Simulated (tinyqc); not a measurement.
# Undoped gate-all-around wire MOSFET, analytic charge model: effect of the temperature

An undoped round wire of radius R under an insulator shell and a surrounding gate; long channel, electrons only, n = ni exp((psi - V)/Vt) with V the quasi-Fermi potential (0 at the source, Vd at the drain), constant mobility, no quantisation. The radial Poisson equation gives n(r) = n(0)/(1 - (1 - b) r^2/R^2)^2 with b = Q0/(Q + Q0). Q is the electron charge per area of the wire surface.

Nc and Nv are given at 300 K and scale as (T/300 K)^1.5; Eg and mu are held fixed. ni = sqrt(Nc Nv) exp(-Eg/(2 Vt)), Eg in volts; Cox = eps0 eox/(R ln(1 + tox/R)); Q0 = 4 eps0 eps_r Vt/R; V0 = dphi + Vt ln[8 eps0 eps_r Vt/(q ni R^2)]. Q solves Vg - V0 - V = Q/Cox + Vt ln(Q/Q0) + Vt ln(1 + Q/Q0). I = mu (2 pi R/L)[2 Vt (Qs - Qd) + (Qs^2 - Qd^2)/(2 Cox) + Vt Q0 ln((Qd + Q0)/(Qs + Q0))], with Qs at V = 0 and Qd at V = Vd.  I(low) is taken at Vg = -0.01 V, Qs and I(high) at Vg = 0.74 V.

Inputs (values chosen for the exercise); material values close to those of In0.53Ga0.47As: band gap Eg = 0.733 eV; relative permittivity of the semiconductor eps_r = 14; conduction-band density of states at the reference temperature Nc = 2.07e17 cm^-3; valence-band density of states at the reference temperature Nv = 7.63e18 cm^-3; relative permittivity of the gate insulator eox = 7.2; insulator thickness tox = 3.5 nm; wire radius R = 5 nm; gate work function less that of the intrinsic body dphi = -0.17 V; channel mobility mu = 300 cm^2/(V s); gate length L = 2 um; drain voltage Vd = 0.05 V.

Constants: q = 1.602176634e-19 C, kB = 1.380649e-23 J/K, Vt = kB T/q, eps0 = 8.8541878128e-14 F/cm where lengths are in cm. Results are converted to the units shown.

Effect of the temperature:
```
T (K)   V0 (V)  I(low) (nA)  Qs(high) (nC/cm^2)  I(high) (uA)
220    0.23030    4.8767e-5              1059.7       0.23661
250    0.23353    2.4095e-4              1043.1       0.23284
280    0.23661    8.6577e-4              1028.4       0.22950
310    0.23955    0.0024741              1015.2       0.22652
340    0.24236    0.0059619              1003.3       0.22387
370    0.24506     0.012608              992.76       0.22150
400    0.24765     0.024066              983.29       0.21939
430    0.25015     0.042322              974.81       0.21751
```

As T goes from 220 to 430 K, I(low) rises from 4.88e-5 to 0.0423 nA and I(high) falls from 0.237 to 0.218 uA. V0 rises from 0.230 to 0.250 V. In every row the surface density at the source at the higher gate voltage passes 0.3 Nc, where Boltzmann statistics fail. In every row the mobility is held fixed, though a real one changes with T. In every row the body is thin enough for quantum confinement, left out here, to raise the threshold.

Numbers from tinyqc (`OMP_NUM_THREADS=1 python tinyqc.py 2460065 2460066 out.jsonl`; about 0.02 s on one thread of a shared Intel Xeon 2.30GHz).
